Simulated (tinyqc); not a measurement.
Valley splitting in a one-orbital chain of atomic planes (second-neighbour model): sweeps and comparisons. A value that a table varies takes the place of the one given here.

Each (001) plane carries one orbital with energy e0, hopping v to the next plane and u to the second: E(phi) = e0 + 2 v cos(phi) + 2 u cos(2 phi), where phi = pi - k a/4 (the sign of every second orbital is chosen so that v > 0, which shifts the phase by pi). The minimum lies at cos(phi0) = -v/(4u), phi0 = pi - (pi/2) k0 for a valley at k0 (2 pi/a), and e0 puts it at zero. A slab of N planes has hard walls: the matrix simply ends.

A well of Nw planes between barriers of 40 planes each (as of a SiGe alloy, taken as an offset alone). With x = j - 39.5 for plane j = 0, 1, ..., the potential is V0 (f(x) + f(Nw - x)) + F (j - 40) a/4, f(y) = 1/(1 + exp(y/L)), a step for L = 0; L is in planes, 4 L is about the distance over which f goes from 0.88 to 0.12, and 1 MV/m = 1e-4 V/angstrom.

Constants: hbar^2/2m0 = 3.80998211 eV angstrom^2.

Values chosen for the exercise (near those of the Delta valleys of silicon; abrupt walls in this chain split the valleys several times more than measured wells; shifted at random, so the results belong to these values and not to a real crystal): a = 5.427 angstrom (lattice constant; planes lie a/4 apart); ml = 0.941 m0 (longitudinal mass); N0 = 53 (first number of planes); Nf = 100 (planes in the thick slab); V0 = 0.15 eV (barrier height); F = 8 MV/m (field); Nw = 64 (planes in the well); k0 = 0.839 2 pi/a (position of the valley).

## Splitting against the number of planes

u = 0.586612 eV
v = 0.587108 eV
e0 = 1.320126 eV
phi0 = 1.823695 rad

Ten slabs from N0 on, of thickness (N - 1) a/4 between the outer planes. Effective mass: E1 = (c/ml)(pi/W)^2 with W = (N + 2) a/4: the amplitude vanishes on two missing planes at each end, and the envelope has its nodes N + 2 spacings apart. Large-N estimate of the splitting: 16 pi^2 u |sin(phi0) sin((N + 2) phi0)|/(N + 2)^3.

Doublet (meV):
```
N,thickness (angstrom),mean level,effective mass,splitting,estimate
53,70.55,7.17,7.18,0.109,0.122
54,71.91,6.92,6.92,0.509,0.511
55,73.26,6.67,6.68,0.143,0.133
56,74.62,6.45,6.45,0.390,0.396
57,75.98,6.23,6.24,0.314,0.308
58,77.33,6.02,6.03,0.203,0.211
59,78.69,5.83,5.83,0.381,0.380
60,80.05,5.64,5.65,0.003,0.011
61,81.41,5.47,5.47,0.347,0.350
62,82.76,5.30,5.30,0.163,0.157
```

What can be read from the table?

The mean level falls smoothly, from 7.2 to 5.3 meV, within 0.2 % of the effective-mass value. The splitting swings between 0.003 (N = 60) and 0.509 meV (N = 54): one plane more or less changes the phase between the two walls by phi0 = 1.824 rad. The estimate misses the computed values by at most 0.013 meV.

## Splitting against the electric field

A thick slab in a field F: plane j = 0, 1, ... gains the energy F j a/4 (1 MV/m = 1e-4 V/angstrom), which presses the electron against the first wall. The exponent is the slope of ln(splitting) against ln F between 20 and 50 MV/m.

Doublet:
```
F (MV/m),mean level (meV),splitting (meV),splitting/F (meV per MV/m)
1,7.88,0.1448,0.1448
2,12.34,0.2808,0.1404
5,22.44,0.7010,0.1402
10,35.18,1.4024,0.1402
20,54.96,2.8061,0.1403
30,71.19,4.2109,0.1404
50,98.36,7.0231,0.1405
```

exponent = 1.00

How do the results move?

The splitting goes from 0.1448 to 7.0231 meV. At high field it grows as F^1.00: at a single hard wall it follows the squared slope of the envelope, which is proportional to F, while the level itself grows about as F^(2/3) (here F^0.64). A hard wall is the sharpest interface possible; real Si interfaces split several times less.

## Sharp and graded interfaces

The lowest doublet for several interface widths L.

Doublet:
```
L (planes),4 L (angstrom),mean level (meV),splitting (micro-eV)
0.00,0.00,27.09,1121.88
0.25,1.36,27.20,598.68
0.50,2.71,27.38,116.19
0.75,4.07,27.60,20.58
1.00,5.43,27.88,3.62
1.50,8.14,28.59,0.10
2.00,10.85,29.47,0.00
```

What does this show?

The mean level moves by +2.4 meV over the table, while the splitting falls from 1121.9 micro-eV at a step to 3.62 at L = 1 plane, a factor 310. Coupling the valleys needs the Fourier component of the potential at twice the valley wave vector, a period of a few planes, and grading removes it. Random alloy disorder, left out here, sets the splitting once this part is gone.

## What each parameter does

Step interfaces (L = 0). u, v, e0 follow from 8 u sin^2(phi0) = (2c/ml)/(a/4)^2, v = -4u cos(phi0), e0 = 2u + v^2/(4u), c = hbar^2/2m0. Each row changes one parameter from the base and keeps the others.

Results:
```
case,mean level (meV),splitting (micro-eV)
base,27.09,1121.9
k0 = 0.849 2 pi/a,27.09,1117.3
ml = 1.035 m0,26.29,1121.8
V0 = 0.225 eV,27.90,1122.0
F = 16 MV/m,40.70,2243.9
Nw = 65,27.09,1121.9
```

How do the results move?

The largest shifts from the base row, up to three for each result and ties (the steps differ in size, so this ranks the rows, not the parameters). mean level (meV): F +13.61, V0 +0.81, ml -0.81; unchanged at the printed digits by k0 and Nw. splitting (micro-eV): F +1122.0, k0 -4.6, V0 +0.2; unchanged at the printed digits by Nw.

Computed by tinyqc, a small Python program: `OMP_NUM_THREADS=1 python tinyqc.py 1451565 1451566 out.jsonl` (the numbers bound the seed that draws the inputs); one thread of a shared host (Intel(R) Xeon(R) Processor @ 2.30GHz), about 0.01 s for the whole set of steps.
